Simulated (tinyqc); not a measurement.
Inside a calculation. Model: tunnelling through a two-layer gate stack, WKB transmission and Tsu-Esaki current.

tinyqc, about 0.04 s, one thread, Intel Xeon 2.30GHz (shared host): `OMP_NUM_THREADS=1 python tinyqc.py 2540156 2540157 out.jsonl` Printed values are rounded.

Electrons leave the emitter at x = 0. Energies E (motion across the layers) are in eV from the emitter Fermi level; the collector Fermi level lies at -V and offers states at every E. No charge in the dielectric and no image force: F1 = V/(t1 + t2 eps1/eps2), F2 = F1 eps1/eps2; U = phi1 - F1 x in layer 1 and phi2 - F1 t1 - F2 (x - t1) in layer 2. With C = hbar^2/(2 m0), kappa = sqrt(m (U - E)/C) where U > E and 0 elsewhere; T(E) = exp(-S), S = 2 times the integral of kappa over x.

Inputs (values chosen for the exercise); layer 1 close to silicon nitride, layer 2 close to hafnium oxide: temperature T = 400 K; Fermi energy of the emitter above its band bottom Ef = 0.19 eV; emitter mass in the supply function me = 0.55 m0; barrier of layer 1 above the emitter Fermi level at zero bias phi1 = 2.17 eV; tunnelling mass of layer 1 m1 = 0.51 m0; thickness of layer 1 t1 = 0.9 nm; relative permittivity of layer 1 eps1 = 7.62; barrier of layer 2 at zero bias phi2 = 1.5 eV; tunnelling mass of layer 2 m2 = 0.2 m0; thickness of layer 2 t2 = 3 nm; relative permittivity of layer 2 eps2 = 22.7; voltage across the dielectric V = 1.4 V; energy of the electron followed E = -0.04 eV; cells in each layer nc = 3; lower end of the energy grid Ea = -0.19 eV; upper end of the energy grid Eb = 0.58 eV; points of the energy grid nE = 13.

Constants: q = 1.602176634e-19 C, kB = 1.380649e-23 J/K, hbar = 1.054571817e-34 J s, m0 = 9.1093837015e-31 kg, Vt = kB T/q, hbar^2/(2 m0) = 0.0380998212 eV nm^2. Results are converted to the units shown.

## Fields and band edges

F1 = V/(t1 + t2 eps1/eps2), F2 = F1 eps1/eps2; U = phi1 - F1 x in layer 1 and phi2 - F1 t1 - F2 (x - t1) in layer 2. EOT = 3.9 (t1/eps1 + t2/eps2).

F1 = 7.341187 MV/cm
F2 = 2.464310 MV/cm
U at the end of layer 1 = 1.509293 eV
U at the start of layer 2 = 0.8392931 eV
U at the end of layer 2 = 0.1 eV
EOT = 0.9760484 nm

## WKB exponent by the midpoint rule

Cut each layer into nc equal cells, take U and kappa at the cell centres, and sum S = 2 sum kappa h.

x, cell 0 to 5 (nm): [0.150000, 0.450000, 0.750000, 1.400000, 2.400000, 3.400000]
U, cell 0 to 5 (eV): [2.059882, 1.839647, 1.619411, 0.716078, 0.469647, 0.223216]
kappa, cell 0 to 5 (1/nm): [5.301772, 5.016048, 4.713034, 1.992217, 1.635641, 1.175464]
S = 18.62516
T(E) = 8.150731e-9

## WKB exponent in closed form

Each layer adds (2/F) sqrt(m/C) [G(u at its left edge) - G(u at its right edge)] to S, with u = U - E (0 where negative) and G(u) = (2/3) u^1.5. The slope follows from 1/d = -dS/dE.

S = 18.58893
T(E) = 8.451456e-9
energy d over which T(E) grows by a factor e = 0.077580 eV

The midpoint rule gives S = 18.625, so its T(E) is 3.6 % below this value. The band edge stays above E through the whole stack: direct tunnelling through a trapezoid.

## Current density on a coarse energy grid

J = J0 times the integral of T(E) N(E) dE, N = ln[(1 + exp(-E/Vt))/(1 + exp((-E - V)/Vt))], J0 = q^2 me m0 kB T/(2 pi^2 hbar^3) (times 1e-4 for A/cm^2 per eV), by Simpson's rule on nE equally spaced points from Ea to Eb.

E, point 0 to 12 (eV): [-0.1900000, -0.1258333, -0.0616667, 0.0025000, 0.0666667, 0.1308333, 0.1950000, 0.2591667, 0.3233333, 0.3875000, 0.4516667, 0.5158333, 0.5800000]
T(E), point 0 to 12: [1.408163e-9, 2.939336e-9, 6.414620e-9, 1.484199e-8, 3.747589e-8, 1.139569e-7, 3.581637e-7, 1.076790e-6, 3.089303e-6, 8.434305e-6, 2.183801e-5, 5.339452e-5, 1.225998e-4]
N, point 0 to 12: [5.516175, 3.676232, 1.943571, 0.6575405, 0.1350170, 0.02221972, 0.003486189, 5.426576e-4, 8.436474e-5, 1.311330e-5, 2.038215e-6, 3.168006e-7, 4.924041e-8]
T(E) N, point 0 to 12: [7.767672e-9, 1.080568e-8, 1.246727e-8, 9.759210e-9, 5.059884e-9, 2.532090e-9, 1.248626e-9, 5.843281e-10, 2.606283e-10, 1.106016e-10, 4.451057e-11, 1.691542e-11, 6.036863e-12]
J0 = 3.068015e8 A/(cm^2 eV)
J = 0.9263834 A/cm^2

The integrand peaks at E = -0.0617 eV among these points. A converged quadrature from -Ef to above the barrier gives 0.9257 A/cm^2; this grid is 0.077 % above that.
